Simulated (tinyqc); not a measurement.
Phase shift across the band: Koster-Slater impurity in a tight-binding band, by Green functions and by supercells. Computed by tinyqc, a small Python program. Command: `OMP_NUM_THREADS=1 python tinyqc.py 3000825 3000826 out.jsonl kosterslater walk`. One thread of a shared host (Intel(R) Xeon(R) Processor @ 2.30GHz), about 0.04 s of CPU time with the checks.

One orbital per site, e(k) = -2 t sum cos(k_i) over 2 direction(s), band from -4 t to 4 t, lattice constant 1. One site has the extra energy U. Spin is left out.

Inputs (values chosen for the exercise, for a model band): hopping t = 0.58 eV; impurity potential U = -1.35 eV; broadening eta = 0.087 eV.

Lattice: square.

Method:
- Outside the band G0(E) = (2/(pi E)) K(m), m = 16 t^2/E^2, K the complete elliptic integral with parameter m.
- A bound state solves 1/U = G0(E).
- Bisection in ln(distance from the edge) between 1e-5 t and |U| + t. Weight on the impurity site: -1/(U^2 dG0/dE), by a central difference with step min(1e-4 t, distance/30). Decay length along an axis: 1/arccosh(1 + distance/(2 t)).
- Inside the band G0(z), z = E + i eta, comes from the chain form 1/(sqrt(y - 2t) sqrt(y + 2t)) (principal roots) at y = z + 2 t cos k, averaged over k in (0, pi) with 200 Gauss-Legendre points.
- delta/pi = -arg(1 - U G0)/pi counts the states added below E (Friedel); host DOS = -Im G0/pi, DOS on the impurity = -Im[G0/(1 - U G0)]/pi; 13 evenly spaced energies from -(band edge + |U| + 2t) to +(band edge + |U| + 2t).

distance from the band edge = 0.0779557 eV

level E_b = -2.39796 eV

Across the spectrum:
```
E (eV)  Re G0 (1/eV)  host DOS (1/eV)  DOS on the impurity (1/eV)  delta/pi
-4.830      -0.22073          0.00145                      0.0029   0.00279
-4.025      -0.27392          0.00233                      0.0059   0.00499
-3.220      -0.36908          0.00473                      0.0187   0.01271
-2.415      -0.66903          0.03483                      1.1166   0.31534
-1.610      -0.49103          0.15953                      0.2792   0.35287
-0.805      -0.41717          0.21604                      0.2097   0.35839
0.000        0.00000          0.40777                      0.1022   0.33312
0.805        0.41717          0.21604                      0.0658   0.16876
1.610        0.49103          0.15953                      0.0495   0.12300
2.415        0.66903          0.03483                      0.0096   0.02466
3.220        0.36908          0.00473                      0.0021   0.00426
4.025        0.27392          0.00233                      0.0012   0.00230
4.830        0.22073          0.00145                      0.0009   0.00151
```

What does the comparison show, and why?

delta/pi starts and ends near zero (+0.003 and +0.002): the impurity moves states but creates none. The level lies only 0.9 eta outside the band, so the broadening smears its step. delta/pi rises at the bound state below the band (-2.398 eV), reaches 0.36 among these rows (1 in the limit of small eta, just above the level) and is paid back by the top of the band.

Extremes, crossings and ranges named in words are read from the listed rows.
